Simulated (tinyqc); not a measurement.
Worked calculation: Hueckel theory of the pi electrons, for the molecule C=Cc1ccc(Cl)c2c1C=C2 (SMILES; centres numbered as the heavy atoms are written). Computed by tinyqc, a small Python program that keeps every step. Settings: charge = 0. Command: `OMP_NUM_THREADS=1 python tinyqc.py 22444 22445 out.jsonl` (the two numbers bound the seeds that draw the settings). One thread of a shared host (Intel(R) Xeon(R) Processor @ 2.60GHz), about 0.01 s of CPU time with the checks.

## The Hueckel matrix

Centres:
```
centre  z_r, pi electrons of the neutral centre         h
1C                                            1  0.000000
2C                                            1  0.000000
3C                                            1  0.000000
4C                                            1  0.000000
5C                                            1  0.000000
6C                                            1  0.000000
7Cl                                           2  2.000000
8C                                            1  0.000000
9C                                            1  0.000000
10C                                           1  0.000000
11C                                           1  0.000000
```

Bonds:
```
i    j         k
1    2         1
2    3         1
3    4         1
4    5         1
5    6         1
6    7  0.400000
6    8         1
8    9         1
9   10         1
10  11         1
9    3         1
11   8         1
```

H_rr = alpha + h_r beta, H_rs = k_rs beta for bonded centres.

Hueckel matrix in units of beta (H = alpha + beta A):
```
           1C        2C        3C        4C        5C        6C       7Cl        8C
1C   0.000000  1.000000  0.000000  0.000000  0.000000  0.000000  0.000000  0.000000
2C   1.000000  0.000000  1.000000  0.000000  0.000000  0.000000  0.000000  0.000000
3C   0.000000  1.000000  0.000000  1.000000  0.000000  0.000000  0.000000  0.000000
4C   0.000000  0.000000  1.000000  0.000000  1.000000  0.000000  0.000000  0.000000
5C   0.000000  0.000000  0.000000  1.000000  0.000000  1.000000  0.000000  0.000000
6C   0.000000  0.000000  0.000000  0.000000  1.000000  0.000000  0.400000  1.000000
7Cl  0.000000  0.000000  0.000000  0.000000  0.000000  0.400000  2.000000  0.000000
8C   0.000000  0.000000  0.000000  0.000000  0.000000  1.000000  0.000000  0.000000
9C   0.000000  0.000000  1.000000  0.000000  0.000000  0.000000  0.000000  1.000000
10C  0.000000  0.000000  0.000000  0.000000  0.000000  0.000000  0.000000  0.000000
11C  0.000000  0.000000  0.000000  0.000000  0.000000  0.000000  0.000000  1.000000

           9C       10C       11C
1C   0.000000  0.000000  0.000000
2C   0.000000  0.000000  0.000000
3C   1.000000  0.000000  0.000000
4C   0.000000  0.000000  0.000000
5C   0.000000  0.000000  0.000000
6C   0.000000  0.000000  0.000000
7Cl  0.000000  0.000000  0.000000
8C   1.000000  0.000000  1.000000
9C   0.000000  1.000000  0.000000
10C  1.000000  0.000000  1.000000
11C  0.000000  1.000000  0.000000
```

## Orbitals

pi electrons, sum of z_r less the charge = 12

Diagonalise; E = alpha + x beta with beta < 0, so the largest x are filled first; degenerate levels share their electrons. P = sum n_i c_ri c_si; each orbital has its largest coefficient positive (the first on a tie).

x values: 2.445772  2.069318  1.640167  1.311268  0.725294  0.245655  -0.251937  -0.748172  -1.378560  -1.642403  -2.416403

occupations: 2.000000  2.000000  2.000000  2.000000  2.000000  2.000000  0.000000  0.000000  0.000000  0.000000  0.000000

coefficients:
```
          MO1        MO2        MO3        MO4        MO5        MO6        MO7        MO8
1C   0.069263  -0.059586   0.262823  -0.244554   0.558825   0.225371  -0.236213   0.565827
2C   0.169402  -0.123302   0.431073  -0.320675   0.405312   0.055363   0.059511  -0.423336
3C   0.345055  -0.195566   0.444210  -0.175938  -0.264854  -0.211770   0.221220  -0.249099
4C   0.232485  -0.075302   0.399625   0.303327  -0.340697   0.266650   0.267284   0.368934
5C   0.223552   0.039743   0.211242   0.573680   0.017749   0.277274  -0.288558  -0.026928
6C   0.314271   0.157542  -0.053152   0.448922   0.353570  -0.198536  -0.194586  -0.348788
7Cl  0.282001   0.909098   0.059086  -0.260724  -0.110949   0.045267   0.034563   0.050767
8C   0.432283  -0.077377  -0.322055   0.119266   0.283073  -0.344152   0.323756   0.267574
9C   0.442038  -0.206084  -0.102120  -0.213353  -0.256713  -0.374035  -0.382528   0.240770
10C  0.303787  -0.153510  -0.289649  -0.223091  -0.204411   0.464039  -0.448603  -0.198613
11C  0.300956  -0.111576  -0.372952  -0.079179   0.108455   0.488029   0.495548  -0.092173

           MO9       MO10       MO11
1C   -0.210652   0.270803  -0.077638
2C    0.290397  -0.444768   0.187605
3C   -0.189677   0.459685  -0.375691
4C   -0.280110  -0.394216   0.244898
5C    0.575825   0.187777  -0.216081
6C   -0.513700   0.085811   0.277241
7Cl   0.060819  -0.009424  -0.025110
8C    0.108013  -0.324944  -0.443801
9C    0.251194   0.083996   0.475319
10C  -0.264622  -0.272697  -0.329068
11C   0.113603   0.363882   0.319843
```

charge and bond-order matrix P:
```
            1C         2C         3C         4C         5C         6C        7Cl         8C
1C    1.000615   0.899549  -0.000813  -0.157708   0.001495   0.082929  -0.014293   0.002736
2C    0.899549   0.999801   0.422799   0.000681  -0.074780  -0.001487   0.004585   0.002749
3C   -0.000813   0.422799   1.001159   0.505728  -0.002300  -0.153125   0.022868  -0.003683
4C   -0.157708   0.000681   0.505728   0.997207   0.750597   0.005459  -0.016995  -0.348818
5C    0.001495  -0.074780  -0.002300   0.750597   1.004966   0.548106  -0.054673   0.007102
6C    0.082929  -0.001487  -0.153125   0.005459   0.548106   0.984739   0.126890   0.725471
7Cl  -0.014293   0.004585   0.022868  -0.016995  -0.054673   0.126890   1.983620  -0.091098
8C    0.002736   0.002749  -0.003683  -0.348818   0.007102   0.725471  -0.091098   1.018741
9C   -0.319042  -0.000137   0.664411   0.000970  -0.323214  -0.000809  -0.003104   0.541062
10C  -0.002060  -0.080179   0.002599   0.184287  -0.004640  -0.355740   0.061699  -0.015375
11C   0.238863   0.000676  -0.316292  -0.003012   0.151761   0.005473  -0.015795   0.224287

            9C        10C        11C
1C   -0.319042  -0.002060   0.238863
2C   -0.000137  -0.080179   0.000676
3C    0.664411   0.002599  -0.316292
4C    0.000970   0.184287  -0.003012
5C   -0.323214  -0.004640   0.151761
6C   -0.000809  -0.355740   0.005473
7Cl  -0.003104   0.061699  -0.015795
8C    0.541062  -0.015375   0.224287
9C    0.999241   0.244011   0.001251
10C   0.244011   1.013268   0.877078
11C   0.001251   0.877078   0.996642
```

## Energy, charges, bond orders

E = sum n x; q_r = z_r - P_rr; bond order p = P_rs; free valence = sqrt(3) - sum of p over the bonds of the atom.

pi energy = 12 alpha + this times beta = 16.874949

pi charges: 1C -0.000615, 2C 0.000199, 3C -0.001159, 4C 0.002793, 5C -0.004966, 6C 0.015261, 7Cl 0.016380, 8C -0.018741, 9C 0.000759, 10C -0.013268, 11C 0.003358

Bond orders and lengths from R = 1.517 - 0.180 p (angstrom, C-C alone):
```
bond          p         R
1-2    0.899549  1.355081
2-3    0.422799  1.440896
3-4    0.505728  1.425969
4-5    0.750597  1.381893
5-6    0.548106  1.418341
6-7    0.126890         -
6-8    0.725471  1.386415
8-9    0.541062  1.419609
9-10   0.244011  1.473078
10-11  0.877078  1.359126
9-3    0.664411  1.397406
11-8   0.224287  1.476628
```

free valence of the carbons: 1C 0.832502, 2C 0.409703, 3C 0.139113, 4C 0.475727, 5C 0.433348, 6C 0.331584, 8C 0.241231, 9C 0.282567, 10C 0.610962, 11C 0.630685

gap between the highest filled and the next level = 0.497592 |beta|
